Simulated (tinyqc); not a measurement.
Worked calculation: type-II superlattice in the two-band Kane model. Values are carried at full precision from step to step, so a last printed digit may differ when a step is redone from the rounded ones.

Motion along the axis, period d = a + b, c = hbar^2/2m0. Conduction and light-hole bands couple: (E - Ec)(E - Ev) = Ep c k^2 in each layer, with mass m(E) = (E - Ev)/Ep, which may be negative. The conduction envelope psi and psi'/m(E) are continuous; a layer carries them by [[cos kt, (m/k) sin kt], [-(k/m) sin kt, cos kt]] (cosh and sinh for k^2 < 0), and cos(q d) = tr(M_B M_A)/2. C1 is the first miniband above EvB, with its bottom at tr/2 = +1 and its top at -1; the gap is the bottom of C1 less the top heavy-hole level HH1.

Constants: hbar^2/2m0 = 3.80998211 eV angstrom^2; hc = 1239.841984 eV nm.

Inputs chosen for the exercise (near those of an InAs/GaSb superlattice; the results hold for these values, not for the real material): a = 42 angstrom (layer A); b = 57 angstrom (layer B); EcA = 0 eV (conduction edge of A); EvA = -0.416 eV (valence edge of A); EcB = 0.98 eV (conduction edge of B); EvB = 0.166 eV (valence edge of B); EpA = 14.1 eV (coupling energy in A); EpB = 17.9 eV (coupling energy in B); E = 0.265 eV (trial energy); mhA = 0.34 m0 (heavy hole in A); mhB = 0.29 m0 (heavy hole in B).

## Wave numbers and masses at one energy

Give k^2 and m(E) in both layers.

Layers:
```
layer  k^2 (1/angstrom^2)  m(E) (m0)
A               0.0033593    0.04830
B              -0.0010379    0.00553
```

In B the decay constant is 0.0322 1/angstrom; across the gap of B it peaks at mid-gap, at 0.0493, and vanishes at both edges.

## Transfer matrices

Form M_A, M_B and half the trace of their product.

M_A (angstrom units):
```
          1         2
1  -0.76013   0.54146
2  -0.77976  -0.76013
```

M_B (angstrom units):
```
        1        2
1  3.2165  0.52482
2  17.808   3.2165
```

tr/2 = 2.1716

E lies in a gap of the coupled bands.

## Edges and effective gap

Heavy holes are uncoupled: with e = EvB - E, p = sqrt(mhB e/c), w = sqrt(mhA (EvB - EvA - e)/c), the top level HH1 at q = 0 solves (p/mhB) tan(p b/2) = (w/mhA) tanh(w a/2).

C1 is the first miniband above EvB: bottom at tr/2 = +1, top at -1. The gap is its bottom less HH1; cut-off wavelength hc/gap.

bottom of C1 = 0.2828 eV
top of C1 = 0.3105 eV
HH1 = 0.1374 eV
gap = 0.1454 eV
cut-off = 8.53 micrometre

The bulk edges overlap by 166 meV; confinement lifts the electrons by 283 meV and lowers the holes by 29 meV, which opens the gap. It is 0.35 of the smaller bulk gap.

## Electron mass along the axis

m_z = -2 c f'/d^2 with f = tr/2 differentiated at the bottom of C1 (central difference of 1e-6 eV); compare the bulk edge mass (EcA - EvA)/EpA.

f' = -68.85 1/eV
m_z = 0.0535 m0
bulk edge mass of A = 0.0295 m0

## Checks

- Bottom of C1 from the two-band matrix on a staggered grid of 0.5 angstrom against the transfer matrix, eV: both 0.283.

Run: tinyqc, `OMP_NUM_THREADS=1 python tinyqc.py 1280016 1280017 out.jsonl`; Intel(R) Xeon(R) Processor @ 2.30GHz, one thread, shared host; about 0.08 s of CPU time with all checks.
